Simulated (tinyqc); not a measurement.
Binding against well width: donor or exciton in a quantum well (variational effective-mass method). Computed by tinyqc, a small Python program. Command: `OMP_NUM_THREADS=1 python tinyqc.py 3028193 3028194 out.jsonl welldonor walk`. One thread of a shared host (Intel(R) Xeon(R) Processor @ 2.30GHz), about 0.03 s of CPU time with the checks.

Electron and hole in their lowest subbands f(z) = cos(pi z/L); relative in-plane motion exp(-rho/lambda) (separable trial function), H = -nabla_rho^2 - 2/sqrt(rho^2 + (z_e - z_h)^2) in effective units. Mass and screening are the same in well and barrier; l = L/a* is the width in effective units. Bands are flat: no polarisation or applied field.

Inputs (values chosen for the exercise, modelled on InP):
```
quantity,value,unit
electron mass m,0.0817,m_0
dielectric constant eps,12.2,-
well width L,7,nm
in-plane hole mass m_h,0.302,m_0
```

Centre: exciton. Barriers: infinite.

Constants: Ry = 13.605693123 eV; a_0 = 0.529177210903 angstrom; hbar^2/(2 m_0) = 3.80998212 eV angstrom^2.

Method:
- mu = m m_h/(m + m_h) takes the place of m; Ry* = Ry m/eps^2, a* = a_0 eps/m; l = L/a*.
- k = pi/l; f = cos(k z) inside and zero outside.
- Binding E_b(lambda) = -1/lambda^2 + (8/lambda^2) int_0^l P(z) g(z) dz, with P(z) = (2/l) [(1 - z/l)(1 + cos(2 pi z/l)/2) + (3/(4 pi)) sin(2 pi z/l)] the distribution of |z_e - z_h| and g(z) = int_z^infinity exp(-2 sqrt(r^2 - z^2)/lambda) dr = int_0^infinity exp(-2 rho/lambda) rho/sqrt(rho^2 + z^2) d rho; 40 Gauss-Legendre points in z and 40 in t with rho = lambda t/(1 - t).
- Each row maximises over lambda (golden section, 0.3 to 4).

a* = 10.0398 nm

Ry* = 5.87812 meV

Against width:
```
L (nm),lambda (a*),binding (Ry*),binding (meV)
1.1,0.5709,3.4732,20.416
2.1,0.6205,3.1602,18.576
3.9,0.6938,2.7696,16.280
7.0,0.7951,2.3417,13.765
13.0,0.9484,1.8683,10.982
22.0,1.1280,1.4838,8.722
```

What does the comparison show, and why?

The binding is largest in the narrowest well, 3.473 Ry* at 1.1 nm, on the way to 4. In the widest well it is 1.484 Ry*. In the narrow rows the confinement energy passes real barrier heights: infinite walls and a parabolic band fail, and with real barriers the binding peaks and falls.

Extremes, crossings and ranges named in words are read from the listed rows.
